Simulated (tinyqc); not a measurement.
From results to parameters: two-site tight-binding chain. Computed by the program tinyqc.

Problem. A two-site chain has site energies +delta (A) and -delta (B) and hoppings t1 > t2 > 0, so E = +/- sqrt(delta^2 + |t1 + t2 exp(-ika)|^2). Find delta, t1 and t2.

upper band at k = 0 = 4.802135 eV
upper band at the zone edge = 1.475974 eV
weight of the upper band on site A at the zone edge = 0.943775

Solution. The weight on A is (1 + delta/E)/2, which gives delta; then t1 + t2 = sqrt(E(0)^2 - delta^2) and t1 - t2 = sqrt(E(edge)^2 - delta^2).

delta, t1, t2 (eV): 1.3100  2.6500  1.9700
